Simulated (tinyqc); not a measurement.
# From stress after the hold back to hold time t

Model: thermal stress and diffusional relaxation in a metal film: Coble and Nabarro-Herring creep, cooling and holds. Computed by tinyqc, a small Python program. Command: `OMP_NUM_THREADS=1 python tinyqc.py 3012335 3012336 out.jsonl creep inv`. One thread of a shared host (Intel(R) Xeon(R) Processor @ 2.30GHz), about 0.01 s of CPU time with the checks.

A thin film on a rigid substrate is stress-free at T0. Tension is positive and the film creeps linearly: d sigma/dt = -M (mismatch) dT/dt - sigma/tau.

Inputs (values chosen for the exercise, modelled on aluminium films on silicon): biaxial modulus M = 113 GPa; expansion mismatch = 21.1 1e-6/K; atomic volume Omega = 16.6 angstrom^3; lattice prefactor D0 = 0.00017 m^2/s; lattice energy E = 1.47 eV; boundary prefactor (delta D_b)0 = 4.6e-14 m^3/s; boundary energy E_b = 0.875 eV; grain size d = 2.9 um; stress-free temperature T0 = 300 C; hold temperature T = 160 C; yield stress = 300 MPa.

Constants: k_B = 1.380649e-23 J/K; k_B = 8.617333262e-05 eV/K.

Method:
- Thermoelastic slope = M x mismatch; sigma_0 = slope x (T0 - T).
- Creep rate per stress: Nabarro-Herring 14 D Omega/(k_B T d^2), Coble (14 pi) delta D_b Omega/(k_B T d^3), with D = D0 exp(-E/(k_B T)), delta D_b = (delta D_b)0 exp(-E_b/(k_B T)); 1/tau = M x (sum of both)/2 (biaxial strain rate is half the uniaxial one).
- Temperatures in kelvin are T(C) + 273.15.
- sigma(t) = sigma_0 exp(-t/tau), relaxed part sigma_0 - sigma(t); the grain size where both mechanisms are equal is pi delta D_b/D.

Task: A run gave the result below. Find the hold time t, known to lie between 0.12 and 0.22 h.

stress after the hold = 219.1999 MPa

Result:

Each step takes the trial c = (a f_b - b f_a)/(f_b - f_a), f being the result less the target and a, b, c the logarithms of the listed values; c replaces end b, the old b replaces a if the sign of f changed, and otherwise f_a is halved.

Scan of the range:
```
hold time t (h)  stress after the hold (MPa)
0.120                                230.381
0.133                                221.310
0.147                                211.940
0.162                                202.340
0.180                                191.393
0.199                                180.479
0.220                                169.140
```

False position (Illinois rule, in the logarithm of the input) inside the bracket:
```
step     end a     end b     trial  stress after the hold (MPa)
1     0.133000  0.147000  0.136031                      219.246
2     0.147000  0.136031  0.136099                      219.201
3     0.147000  0.136099  0.136102                      219.199
4     0.136099  0.136102  0.136100                      219.200
```

Stress after the hold falls at every point of a 13-point scan of the range (every second point is shown), so one value fits; it is bracketed by 0.133 and 0.147. Answer: hold time t = 0.1361 h.

Caution: the elastic stress exceeds the yield stress, so dislocation glide would cap it first. Caution: bulk creep laws overstate relaxation in a bonded film, where the substrate constrains boundary diffusion, and dislocation glide is left out.
